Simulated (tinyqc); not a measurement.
# Strained Delta valleys, repopulation and conductivity mass: mobility against stress

A cubic crystal with three pairs of conduction valleys along x, y and z under uniaxial stress X along [110] (X > 0 is tension); current along [-110]. Non-degenerate electrons, fixed total density, one relaxation time for all valleys and stresses, masses unchanged by strain, so the mobility goes as the mean inverse mass.

Stress s_ij = X a_i a_j with a the unit vector along [110]; strain e_ii = s11 s_ii + s12 (s_jj + s_kk), e_ij = s44 s_ij/2. Valley shift dE = Xu (n.e.n - trace(e)/3) with n the valley axis; share f proportional to exp(-dE/Vt). Inverse mass along the current d = [-110]: (n.d)^2/ml + (1 - (n.d)^2)/mt; mu/mu0 = sum f (1/m) over the plain mean of 1/m. The linear estimate is 1 - pi X with pi the small-stress slope -d(mu/mu0)/dX.

Inputs (values chosen for the exercise); values close to those of silicon: temperature T = 293 K; compliance s11 = 7.81 1/TPa; compliance s12 = -2.14 1/TPa; compliance s44 = 12.6 1/TPa; shear deformation potential Xu = 9.35 eV; longitudinal mass ml = 0.885 m0; transverse mass mt = 0.196 m0.

Constants: q = 1.602176634e-19 C, kB = 1.380649e-23 J/K, Vt = kB T/q. Results are converted to the units shown.

Results:
```
X (MPa)  splitting (meV)  largest share  mu/mu0  linear estimate
25                1.1629        0.34365  1.0054           1.0054
50                2.3258        0.35411  1.0109           1.0108
100               4.6516        0.37545  1.0221           1.0215
200               9.3033        0.41953  1.0453           1.0430
400               18.607        0.51094  1.0934           1.0861
700               32.561        0.64485  1.1638           1.1507
1500              69.774        0.88799  1.2916           1.3228
2500              116.29        0.98040  1.3402           1.5380
```

Estimate the missing row, X = 1000 MPa.

Computed row:
```
X (MPa)  splitting (meV)  largest share  mu/mu0  linear estimate
1000              46.516        0.75936  1.2240           1.2152
```

With this row back in the table: The ratio mu/mu0 rises from 1.01 to 1.34; pi = -21.5e-11 1/Pa. The linear estimate of the change is 0.9925 times the computed change in the first row and 1.58 times it in the last: once the splitting is several Vt (Vt = 25.2 meV) the upper valleys are nearly empty and little is left to move. At X = 2500 MPa the stress passes 1.5 GPa, where intervalley scattering and masses change too.

Range of the model: Shear strain also changes the transverse masses of these valleys, which is left out.

tinyqc, about 0.01 s, one thread, Intel Xeon 2.30GHz (shared host): `OMP_NUM_THREADS=1 python tinyqc.py 2530082 2530083 out.jsonl`
